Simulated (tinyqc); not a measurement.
# Contact resistivity and sheet resistance from two contact lengths

Problem. Rc = [sqrt(rc Rsh)/Wc] coth(Lc/(2 LT)), LT = sqrt(rc/Rsh), Wc = 24 nm; the second contact is twice as long as the first. Find LT, rc and Rsh.

Rc for Lc = 40 and 80 nm (ohm): [413.105482, 259.505319]

Solution. With t = tanh(Lc/(2 LT)) for the shorter contact, the resistance of the longer over that of the shorter is (1 + t^2)/2. Then sqrt(rc Rsh) = Rc t Wc, and rc and Rsh follow by multiplying and dividing by LT.

LT = 35.9 nm
rc = 1.80e-9 ohm cm^2
Rsh = 140 ohm

Numbers from tinyqc (`OMP_NUM_THREADS=1 python tinyqc.py 2170133 2170134 out.jsonl`; about 0.04 s on one thread of a shared Intel Xeon 2.30GHz).
